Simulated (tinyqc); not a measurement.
# Hot electrons in a saturated n-channel MOSFET, lucky-electron model: several studies

Beyond pinch-off the lateral field grows as Esat cosh(y/l) over the velocity-saturated region (pseudo-two-dimensional model). Impact ionisation in this region gives the substrate current, which biases the body forward through Rsub. Currents are per width. Local-field laws: they overstate ionisation when the field peak is narrower than an energy relaxation length.

Parameters, values chosen for the exercise; values close to those of silicon n-channel devices: channel length L = 1.2 um; oxide thickness tox = 27 nm; junction depth xj = 490 nm; threshold VT = 0.64 V; effective mobility mu = 290 cm^2/(V s); saturation velocity vs = 8.4e6 cm/s; ionisation prefactor Ai = 2e6 1/cm; ionisation field Bi = 1.8 MV/cm; resistance of the lightly doped drain Rd = 700 ohm um; substrate resistance Rsub = 2400 ohm um; fall of VT per volt of forward body bias kb = 0.22; lifetime exponent m = 3.2; lifetime constant Hl = 820 s uA/um; drain voltage Vd = 5.4 V; gate voltage Vg = 2.9 V.

Constants: eps0 = 8.8541878128e-14 F/cm where lengths are in cm. Results are converted to the units shown.

Each table varies one quantity; the others keep the values above.

## Effect of the gate voltage

Cox = 3.9 eps0/tox, l = sqrt(3 tox xj), Esat = 2 vs/mu. Overdrive g = Vg - VT + kb Vb; Vdsat = g Esat L/(g + Esat L); Id = Cox vs (g - Vdsat); dV = Vd - Id Rd - Vdsat; Em = sqrt((dV/l)^2 + Esat^2); Isub = Id (Ai/Bi) l Em exp(-Bi/Em). Vb = Rsub Isub is solved self-consistently. Lifetime tau = (Hl/Id)(Isub/Id)^(-m); 1 year = 3.15576e7 s.

Effect of the gate voltage:
```
Vg (V),Id (uA/um),Em (MV/cm),Isub (uA/um),Isub/Id,tau (years)
0.79,0.3404,0.2700,0.002586,0.007597,462.0
1.37,7.453,0.2446,0.02569,0.003447,264.6
1.94,22.00,0.2230,0.03386,0.001539,1183
2.52,42.99,0.2037,0.02814,6.545e-4,9341
3.1,69.08,0.1866,0.01849,2.677e-4,1.016e5
3.67,98.81,0.1717,0.01053,1.066e-4,1.353e6
4.25,132.6,0.1581,0.005280,3.983e-5,2.353e7
4.82,168.6,0.1461,0.002427,1.439e-5,4.804e8
5.4,207.8,0.1350,0.001005,4.836e-6,1.278e10
```

As Vg goes from 0.79 to 5.4 V, Em falls from 0.270 to 0.135 MV/cm, Isub goes from 0.00259 through a maximum of 0.0339 (at Vg = 1.94 V among the rows listed) to 0.00101 uA/um and tau goes from 462 through a minimum of 265 (at Vg = 1.37 V among the rows listed) to 1.28e10 years. Id grows with Vg while the rising Vdsat lowers the field, hence the bell shape; the peak row has Vg/Vd = 0.36. For Vg = 1.94 to 5.4 V tau is a far extrapolation that only says that hot carriers are no limit.

## Effect of the channel length

Same model as above.

Results:
```
L (um),Id (uA/um),Em (MV/cm),Isub (uA/um),Isub/Id,tau (years)
0.6,95.67,0.2072,0.07407,7.742e-4,2453
0.85,76.38,0.1992,0.04013,5.255e-4,1.062e4
1.2,59.57,0.1923,0.02181,3.661e-4,4.329e4
1.7,45.32,0.1864,0.01198,2.644e-4,1.611e5
2.4,33.95,0.1818,0.006831,2.012e-4,5.153e5
4.8,18.25,0.1753,0.002466,1.351e-4,3.429e6
```

Estimate the missing row, L = 3.4 um.

Computed row:
```
L (um),Id (uA/um),Em (MV/cm),Isub (uA/um),Isub/Id,tau (years)
3.4,24.99,0.1781,0.004019,1.608e-4,1.434e6
```

With this row back in the table: As L goes from 0.6 to 4.8 um, Em falls from 0.207 to 0.175 MV/cm, Isub falls from 0.0741 to 0.00247 uA/um and tau rises from 2450 to 3.43e6 years. From the first row to the last, log10(tau) changes by 3.1: 2.4 from (Isub/Id)^(-m), which holds Em and l, and 0.72 from 1/Id. At L = 0.6 um the saturated region takes over 60 % of L, so using the full L in Vdsat is rough. In every row tau is a far extrapolation that only says that hot carriers are no limit.

## Effect of the drain voltage

Same model as above.

Effect of the drain voltage:
```
Vd (V),Id (uA/um),Em (MV/cm),Isub (uA/um),Isub/Id,tau (years)
3.3,59.57,0.09711,1.142e-6,1.917e-8,2.164e18
3.69,59.57,0.1134,1.918e-5,3.220e-7,2.597e14
4.07,59.57,0.1302,1.699e-4,2.852e-6,2.417e11
4.46,59.57,0.1480,0.001018,1.708e-5,7.862e8
4.84,59.57,0.1657,0.004184,7.025e-5,8.522e6
5.23,59.57,0.1842,0.01382,2.321e-4,1.861e5
5.61,59.57,0.2024,0.03657,6.140e-4,8272
6,59.57,0.2212,0.08524,0.001431,551.7
```

As Vd goes from 3.3 to 6 V, Em rises from 0.0971 to 0.221 MV/cm, Isub rises from 1.14e-6 to 0.0852 uA/um and tau falls from 2.16e18 to 552 years. The slope of ln(tau) against 1/Vd is 282 V between the first two rows and 234 V between the last two. For Vd = 3.3 to 5.61 V tau is a far extrapolation that only says that hot carriers are no limit.

Numbers from tinyqc (`OMP_NUM_THREADS=1 python tinyqc.py 2550080 2550081 out.jsonl`; about 0.01 s on one thread of a shared Intel Xeon 2.30GHz).
